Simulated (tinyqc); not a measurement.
Convergence with the size of the ring: vibrations of a mass or spring defect in a linear chain. Computed by tinyqc, a small Python program. Command: `OMP_NUM_THREADS=1 python tinyqc.py 3013835 3013836 out.jsonl localmode walk`. One thread of a shared host (Intel(R) Xeon(R) Processor @ 2.30GHz), about 0.01 s of CPU time with the checks.

A ring of N atoms with nearest-neighbour springs k and motion along the chain. Atom 1 is the defect, of mass M', and its two springs are k'. Odd sites are A (the defect replaces an A atom), even sites B.

Inputs (values chosen for the exercise, for a model chain):
```
quantity                         value           unit
spring constant k                 3.23  eV/angstrom^2
mass M_A                          84.5              u
mass M_B                          24.9              u
defect mass M'                    23.8              u
spring ratio k'/k at the defect      1              -
```

Host: diatomic.

Constants: nu for 1 eV/(angstrom^2 u) = 15.6333042 THz.

Method:
- Host bands: lambda from 0 to 2k/M(heavy) and from 2k/M(light) to 2k (1/M_A + 1/M_B).
- nu = 15.6333042 THz x sqrt(lambda), lambda in eV/(angstrom^2 u).
- D_ii = (sum of the two springs at i)/M_i, D_ij = -k_ij/sqrt(M_i M_j) for neighbours, closed into a ring.
- The same matrix for 120 atoms; amplitudes are the mass-weighted eigenvector, in size, relative to the defect, for the highest mode; its weight is the squared component of the normalised eigenvector on the defect.

band edges (THz): 0.00000  4.32254  7.96283  9.06041

ratio to the top of the host band = 1.17029

highest frequency, long ring = 10.6033 THz

weight of the highest mode on the defect = 0.486546

Highest mode:
```
N    frequency (THz)  weight on the defect  modes outside the bands
4             10.671               0.46627                        2
6             10.609               0.48283                        2
8             10.604               0.48611                        2
12            10.603               0.48654                        2
20            10.603               0.48655                        2
40            10.603               0.48655                        2
80            10.603               0.48655                        2
120           10.603               0.48655                        2
```

What follows from these numbers?

The local mode is within 0.01 % of its final value from N = 8 on, and its weight on the defect settles at 0.487: a bound mode needs only a cell larger than its decay length. In the 120-atom ring the modes outside the host bands lie at 5.3092, 10.6033 THz; one close to a band edge can be missing in a short ring.

Extremes, crossings and ranges named in words are read from the listed rows.
